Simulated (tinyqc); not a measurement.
From results back to parameters: cyclotron resonance of ellipsoidal valleys, Ge type. Three cases, with inputs chosen for the exercise.

Problem. The cyclotron masses of the valleys [111] and [11-1] at this angle were computed from hidden ml and mt.

Valleys along [111], [-111], [1-11], [11-1], mass ml along the axis and mt across it. B lies in the (1-10) plane, b = (sin(theta)/sqrt2, sin(theta)/sqrt2, cos(theta)). For the angle phi between B and the axis, 1/mc^2 = cos^2(phi)/mt^2 + sin^2(phi)/(mt ml). Resonance: h nu = 2 muB B/mc, h = 2 pi hbar.

Case 1.

Values chosen (out of a larger set: near those of Ge; not measured data): theta = 21 degrees (angle of B from [001] towards [110]).

mc of [111] = 0.100953 m0
mc of [11-1] = 0.252246 m0

Case 2.

Values chosen (out of a larger set: near those of Ge; not measured data): theta = 9 degrees (angle of B from [001] towards [110]).

mc of [111] = 0.113035 m0
mc of [11-1] = 0.166340 m0

Case 3.

Values chosen (out of a larger set: near those of Ge; not measured data): theta = 40 degrees (angle of B from [001] towards [110]).

mc of [111] = 0.085667 m0
mc of [11-1] = 0.341545 m0

Find: X = 1/mt^2; Y = 1/(mt ml); mt; ml.

Solution.

Case 1.

X = 1/mt^2 = 138.41
Y = 1/(mt ml) = 7.786
mt = 0.085 m0
ml = 1.51 m0

With cos^2(phi) = 0.6916 and 0.0607, the two values of 1/mc^2 are linear equations for X and Y; mt = 1/sqrt(X), ml = sqrt(X)/Y.

Case 2.

X = 1/mt^2 = 152.42
Y = 1/(mt ml) = 7.829
mt = 0.081 m0
ml = 1.58 m0

With cos^2(phi) = 0.4872 and 0.1958, the two values of 1/mc^2 are linear equations for X and Y; mt = 1/sqrt(X), ml = sqrt(X)/Y.

Case 3.

X = 1/mt^2 = 145.16
Y = 1/(mt ml) = 7.635
mt = 0.083 m0
ml = 1.58 m0

With cos^2(phi) = 0.9353 and 0.0068, the two values of 1/mc^2 are linear equations for X and Y; mt = 1/sqrt(X), ml = sqrt(X)/Y.

Computed by tinyqc, one run a case: `OMP_NUM_THREADS=1 python tinyqc.py N N+1 out.jsonl` with N = 1250142, 1250431, 1250476; one thread of a shared Intel(R) Xeon(R) Processor @ 2.30GHz, about 0.01 s a run at most.
